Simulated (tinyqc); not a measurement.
## Schottky diode by thermionic emission with image-force lowering and series resistance: current against voltage

Metal on an n-type semiconductor with one parabolic valley; V > 0 is forward bias (metal positive). I = I0 [exp(Vj/(n Vt)) - 1] with Vj = V - I Rs; I0 = S A* T^2 exp(-(phi - dphi)/Vt), the lowering dphi taken at zero bias.

A* = 4 pi q me m0 kB^2/h^3 (times 1e-4 for A/(cm^2 K^2)); Nc = 2 (2 pi me m0 kB T/h^2)^1.5 (times 1e-6 for cm^-3); xi = Vt ln(Nc/Nd), Vbi = phi - xi; surface field Em = sqrt(2 q Nd (Vbi - V - Vt)/(eps0 eps_r)); dphi = sqrt(q Em/(4 pi eps0 eps_r)). The apparent ideality is (dV/d ln I)/Vt.

Inputs (values chosen for the exercise); band and dielectric values those of a made-up semiconductor: temperature T = 300 K; electron mass me = 0.221 m0; relative permittivity eps_r = 7.66; barrier height seen from the metal phi = 1.09 eV; donor density Nd = 9.6e15 cm^-3; area S = 0.00013 cm^2; ideality factor n = 1.06; series resistance Rs = 190 ohm.

Constants: q = 1.602176634e-19 C, kB = 1.380649e-23 J/K, h = 6.62607015e-34 J s, m0 = 9.1093837015e-31 kg, Vt = kB T/q, eps0 = 8.8541878128e-14 F/cm where lengths are in cm. Results are converted to the units shown.

Results:

| V (V) | I (A) | Vj (V) | apparent ideality |
|---|---|---|---|
| 0.05 | 3.037e-15 | 0.05000 | 0.8890 |
| 0.2 | 8.627e-13 | 0.2000 | 1.059 |
| 0.35 | 2.058e-10 | 0.3500 | 1.060 |
| 0.51 | 7.062e-8 | 0.5100 | 1.061 |
| 0.66 | 1.516e-5 | 0.6571 | 1.171 |
| 0.81 | 3.513e-4 | 0.7432 | 3.642 |
| 0.96 | 9.912e-4 | 0.7717 | 8.345 |
| 1.11 | 0.001703 | 0.7865 | 13.57 |
| 1.42 | 0.003241 | 0.8041 | 24.88 |

Estimate the missing row, V = 1.27 V.

Computed row:

| V (V) | I (A) | Vj (V) | apparent ideality |
|---|---|---|---|
| 1.27 | 0.002490 | 0.7969 | 19.36 |

With this row back in the table: I rises from 3.04e-15 to 0.00324 A, and the apparent ideality rises from 0.889 to 24.9, against n = 1.06. It starts below n because the -1 in the diode law still counts there. From V = 0.81 V on, I Rs exceeds n Vt and the resistance bends the curve.

tinyqc, about 0.01 s, one thread, Intel Xeon 2.30GHz (shared host): `OMP_NUM_THREADS=1 python tinyqc.py 2640116 2640117 out.jsonl`
